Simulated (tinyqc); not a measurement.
Leakage against temperature: trap-assisted generation and recombination current of an abrupt junction. Computed by tinyqc, a small Python program. Command: `OMP_NUM_THREADS=1 python tinyqc.py 3029172 3029173 out.jsonl junctionleak walk`. One thread of a shared host (Intel(R) Xeon(R) Processor @ 2.30GHz), about 0.01 s of CPU time with the checks.

Depletion approximation, flat quasi-Fermi levels across the depleted layer, long neutral regions with minority lifetimes tau_n and tau_p, full ionisation and Boltzmann statistics. Voltages in exponents stand for e V.

Inputs (values chosen for the exercise, for a model semiconductor):
```
quantity,value,unit
gap E_g,2.5,eV
electron mass m_e,0.384,m_0
valleys M_c,3,-
hole mass m_h,0.598,m_0
dielectric constant eps,11.7,-
acceptor density N_A,1.1e+16,cm^-3
donor density N_D,8.7e+18,cm^-3
capture time tau_n,4.9e-09,s
capture time tau_p,6e-09,s
trap level E_t - E_i,0.14,eV
electron diffusion coefficient D_n,42,cm^2/s
hole diffusion coefficient D_p,1.4,cm^2/s
reverse bias V_r,1.2,V
temperature T,300,K
tunnelling mass m_t,0.087,m_0
```

Field enhancement: Hurkx tunnelling factor.

Constants: k_B = 8.617333262e-05 eV/K; m_0 = 9.1093837015e-31 kg; k_B = 1.380649e-23 J/K; h = 6.62607015e-34 J s; e = 1.602176634e-19 C; eps_0 = 8.8541878128e-12 F/m; hbar = 1.054571817e-34 J s.

Method:
- N_c = 2 M_c (2 pi m_e k_B T/h^2)^(3/2) and N_v = 2 (2 pi m_h k_B T/h^2)^(3/2), masses in units of m_0.
- n_i = sqrt(N_c N_v) exp(-E_g/2 k_B T); V_bi = (k_B T/e) ln(N_A N_D/n_i^2); diffusion saturation current J_d0 = e n_i^2 [sqrt(D_n/tau_n)/N_A + sqrt(D_p/tau_p)/N_D].
- W = sqrt(2 eps eps_0 (V_bi - V)(1/N_A + 1/N_D)/e), x_p = W N_D/(N_A + N_D), x_n = W - x_p, peak field F_m = 2 (V_bi - V)/W; reverse bias means V = -V_r.
- Both capture times are divided by 1 + Gamma, Gamma = 2 sqrt(3 pi) (F/F_G) exp((F/F_G)^2), F_G = sqrt(24 m_t (k_B T)^3)/(e hbar) (the low-field Hurkx form), F being the local field, linear in x from 0 at the edges to F_m.
- Potential from the p edge: phi = (V_bi - V) x^2/(x_p W) on the p side and (V_bi - V)[1 - (W - x)^2/(x_n W)] on the n side; p = N_A exp(-phi/k_B T), n = n_i^2 exp(V/k_B T)/p; U = (n p - n_i^2)/[tau_p (n + n_i exp(dE/k_B T)) + tau_n (p + n_i exp(-dE/k_B T))], dE = E_t - E_i, n1 = n_i exp(dE/k_B T), p1 = n_i exp(-dE/k_B T); J_t = e int U dx by the trapezoid rule on 400 intervals on each side.
- The gap, capture times and diffusion coefficients are held fixed. J_g = -J_t at V = -V_r. The last column is -k_B d ln(J_g + J_d0)/d(1/T) from this row and the one above.

peak field F_m = 109080 V/cm

Reverse current:
```
T (K),generation (A/cm^2),diffusion (A/cm^2),activation energy (eV)
240,1.6857e-25,4.5638e-45,-
270,2.9114e-22,4.4245e-39,1.3875
300,1.1591e-19,2.8158e-34,1.3929
340,6.7318e-17,3.5779e-29,1.3985
380,1.0463e-14,3.9747e-25,1.4046
420,6.3270e-13,7.7171e-22,1.4104
480,8.4666e-11,6.4754e-18,1.4177
```

The activation energy goes from 1.387 to 1.418 eV. Generation alone gives about E_g/2 + dE if tau_p exp(dE/k_B T) exceeds tau_n exp(-dE/k_B T), else E_g/2 - dE, here 1.390 eV, plus 1.5 k_B T, less where tunnelling helps, and diffusion E_g = 2.5 eV plus 3 k_B T; generation rules in every row. Caution: one side is doped near or above its effective density of states, so Boltzmann statistics understate V_bi.

Extremes, crossings and ranges named in words are read from the listed rows.
